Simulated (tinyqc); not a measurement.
Deep trap from a strong local potential in a two-band host (Koster-Slater model with semi-elliptic bands): one step, computed by the program tinyqc. Command: `OMP_NUM_THREADS=1 python tinyqc.py 3006093 3006094 out.jsonl deeptrap walk`. One thread of a shared host (Intel(R) Xeon(R) Processor @ 2.30GHz), about 0.02 s of CPU time with the checks.

The valence band spans -2 W_v to 0 and the conduction band E_g to E_g + 2 W_c. The orbital at the impurity site has weight f_v in the valence band and 1 - f_v in the conduction band, each spread as a semi-ellipse (2/(pi W^2)) sqrt(W^2 - x^2) about the band centre. The impurity adds U to this orbital. Spin is left out.

Problem. Levels of the small matrix. Diagonalise H (2n rows). The trap level, between the highest valence and the lowest conduction e_k, is number n + 1 from below for an attractive impurity and number n for a repulsive one.

Impurity: repulsive, acceptor-like.

H (eV):
```
[[2.20000, 4.95000, 5.58435, 5.58435],
 [4.95000, -3.30000, 5.58435, 5.58435],
 [5.58435, 5.58435, 14.04000, 6.30000],
 [5.58435, 5.58435, 6.30000, 10.34000]]
```

Give: levels; trap level of the matrix.

Solution.

levels (eV): [-6.73, -0.70, 5.87, 24.85]

trap level of the matrix = -0.7032 eV
